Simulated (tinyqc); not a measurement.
Convergence with the mesh: Born-von Karman spring model of a cubic crystal with one atom per cell. Computed by tinyqc, a small Python program. Command: `OMP_NUM_THREADS=1 python tinyqc.py 3031873 3031874 out.jsonl springs sweep`. One thread of a shared host (Intel(R) Xeon(R) Processor @ 2.30GHz), about 0.2 s of CPU time with the checks.

First neighbours lie at a/2 (1,1,0) (12 of them), second at a (1,0,0) (6), with all permutations and signs; the volume per atom is Omega = a^3/4.

Inputs (values chosen for the exercise, for a model crystal):
```
quantity,value,unit
atomic mass M,70.3,u
radial spring k1L,0.748,eV/angstrom^2
transverse spring k1T,0,eV/angstrom^2
radial spring k2L,0.043,eV/angstrom^2
transverse spring k2T,0,eV/angstrom^2
temperature T,50,K
```

Lattice: fcc.

Constants: nu for 1 eV/(angstrom^2 u) = 15.6333042 THz; h x 1 THz = 4.135667696 meV; k_B = 8.617333262e-05 eV/K; hbar^2/u = 4.18015928e-03 eV angstrom^2.

Method:
- A neighbour at R with unit vector n couples by the matrix K(R) = kL n n^T + kT (1 - n n^T), and D(q) = (1/M) sum_R K(R) [1 - cos(q.R)].
- An eigenvalue lambda of D in eV/(angstrom^2 u) gives nu = 15.6333042 THz x sqrt(lambda).
- Mesh: q = sum_i (m_i + 1/2)/n b_i, m_i = 0..n-1, with b = [[-1, 1, 1], [1, -1, 1], [1, 1, -1]] in 2 pi/a; sums are averages over the n^3 points, per atom.
- With x = h nu/(k_B T) and n = 1/(exp(x) - 1) for each mode: F = k_B T [x/2 + ln(1 - exp(-x))], U = k_B T x (n + 1/2), S/k_B = x n - ln(1 - exp(-x)), C/k_B = x^2 n (n + 1).
- <u_x^2> = (1/3) sum over modes of hbar^2/(2 M h nu) coth(x/2); zero-point energy = sum h nu/2. <u_x^2> converges slowly with the mesh, from below, with an error of order 1/n.

One run for each value:
```
mesh divisions n,<u_x^2> (angstrom^2),heat capacity C (k_B/atom),entropy S (k_B/atom),zero-point energy (meV/atom)
2,0.0029944,1.4980,0.74888,19.610
3,0.0030722,1.4978,0.75202,19.610
4,0.0031206,1.4978,0.75367,19.608
6,0.0031727,1.4978,0.75470,19.608
8,0.0031997,1.4978,0.75498,19.608
12,0.0032271,1.4978,0.75513,19.608
16,0.0032409,1.4978,0.75516,19.608
```

Describe and explain the trends.

Over the rows, <u_x^2> (angstrom^2) rises from 0.00299 to 0.00324 (exponent d ln y / d ln x 0.063 between the first rows and 0.015 between the last); heat capacity C (k_B/atom) goes from 1.50 through a minimum among these rows, 1.50 at 3.00, to 1.50; entropy S (k_B/atom) rises from 0.7489 to 0.7552. Against the finest mesh, the coarsest misses by 7.6 % in <u_x^2>, 0.013 % in C, 0.83 % in S, 0.01 % in the zero-point energy. <u_x^2> converges slowest, since it weights each mode by 1/nu to 1/nu^2 and so the long waves near G.

Extremes, crossings and ranges named in words are read from the listed rows.
